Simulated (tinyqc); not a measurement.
Worked calculation: phonon-assisted absorption at an indirect gap. Values are carried at full precision from step to step, so a last printed digit may differ when a step is redone from the rounded ones.

alpha(E) = sum_j A_j [N_j (E - Eg + w_j)^2 + (N_j + 1)(E - Eg - w_j)^2], each bracket counted only where its base is positive; N_j = 1/(exp(w_j/kB T) - 1). The first term absorbs a phonon and the second emits one; excitons and direct transitions are left out.

Constants: kB = 8.617333262e-05 eV/K.

Inputs chosen for the exercise (loosely those of Si at room temperature; Eg is not tied to T; shifted at random, so the results belong to these values and not to a real crystal):
- Eg = 1.119 eV (indirect gap, held fixed unless listed)
- w = (56.5, 17.8) meV (two zone-edge phonons)
- A = (3500, 400) 1/(cm eV^2) (their strengths)
- T = 77 K
- E = 1.436 eV (photon energy)
- nr = 3.6 (refractive index)
- d = 150 micrometre (thickness)
- xj = 0.52 micrometre (dead layer at the surface)
- W = 2.4 micrometre (depleted width)
- L = 4.1 micrometre (minority diffusion length below it)

## The four branches at one energy

Evaluate the occupations and each term.

N_j: 0.0002005  0.07340

terms with phonon absorption (1/cm): 0.09789  3.291

terms with phonon emission (1/cm): 237.6  38.44

alpha = 279.4 1/cm
wavelength hc/E (hc = 1239.841984 eV nm) = 863.4 nm

Phonon absorption supplies 1.2 % of alpha; the depth 1/alpha is 35.8 micrometre.

## What a slab does with it

Slab of thickness d in air, incoherent passes: R = ((nr - 1)/(nr + 1))^2, x = exp(-alpha d); transmitted Tr = (1 - R)^2 x/(1 - R^2 x^2), reflected Rt = R + (1 - R)^2 R x^2/(1 - R^2 x^2), absorbed Ab = (1 - R)(1 - x)/(1 - R x).

d in cm is 1e-4 times the value in micrometres.

R = 0.3195
x = 0.0151
Tr = 0.0070
Rt = 0.3195
Ab = 0.6735

A single pass would absorb (1 - R)(1 - x) = 0.6702; the back face adds 0.0033.

## Quantum efficiency of a diode

Photodiode (Gaertner form with a dead layer): QE = (1 - R) exp(-alpha xj) [1 - exp(-alpha W)/(1 + alpha L)], R = ((nr - 1)/(nr + 1))^2; responsivity = QE/E in A/W for E in eV.

Evaluate the factors; 1 micrometre = 1e-4 cm.

passes the dead layer = 0.9856
collected share = 0.1610
QE = 0.1080
responsivity = 0.0752 A/W

Without diffusion from below the collected share would be 0.0649.

## Checks

- Tr + Rt + Ab against 1: both 1.000000.

Run: tinyqc, `OMP_NUM_THREADS=1 python tinyqc.py 1652554 1652555 out.jsonl`; Intel(R) Xeon(R) Processor @ 2.30GHz, one thread, shared host; about 0.01 s of CPU time with all checks.
